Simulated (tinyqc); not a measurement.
## Minority carriers and saturation current of a heavily doped emitter: effect of temperature on the narrowing factor

n-type, parabolic bands, full ionisation. eta = (EF - Ec)/kB T solves N = Nc F12(eta), F12(x) = (2/sqrt(pi)) int_0^infinity sqrt(u)/(1 + exp(u - x)) du. The gap shrinks rigidly by dEg = E1 [ln(N/N0) + sqrt(ln^2(N/N0) + 0.5)], an empirical law that is here taken as the true narrowing.

Nc is given at 250 K and scales as T^1.5; dEg is held. The factor nie^2/ni^2 = exp(dEg/kB T) g, g = F12(eta) exp(-eta), divides the current gain of a transistor with this emitter.

Parameters, values chosen for the exercise; band and dielectric values those of a made-up semiconductor: conduction-band density of states at 250 K Nc = 1.78e19 cm^-3; ionised donor density N = 3.4e18 cm^-3; energy of the narrowing law E1 = 8 meV; density of the narrowing law N0 = 8.1e16 cm^-3.

Constants: q = 1.602176634e-19 C, kB = 1.380649e-23 J/K, Vt = kB T/q. Results are converted to the units shown.

Effect of temperature on the narrowing factor:
```
T (K)	eta	g	nie^2/ni^2	its logarithm
150	-0.7447	0.8655	92.05	4.522
200	-1.227	0.9103	30.15	3.406
250	-1.588	0.9349	15.38	2.733
300	-1.878	0.9500	9.798	2.282
350	-2.119	0.9601	7.095	1.959
400	-2.327	0.9672	5.566	1.717
450	-2.509	0.9725	4.607	1.528
```

What does the comparison show?

The factor falls from 92.1 to 4.61. Its slope against q/kB T is 57.7 meV between the first two rows and 58.7 meV between the last two, against dEg = 60.3 meV: degeneracy takes back part of the narrowing. The factor grows on cooling, so the current gain of such a transistor falls.

Range of the model: Band tails, non-parabolic bands and incomplete ionisation are left out.

Numbers from tinyqc (`OMP_NUM_THREADS=1 python tinyqc.py 2330115 2330116 out.jsonl`; about 0.01 s on one thread of a shared Intel Xeon 2.30GHz).
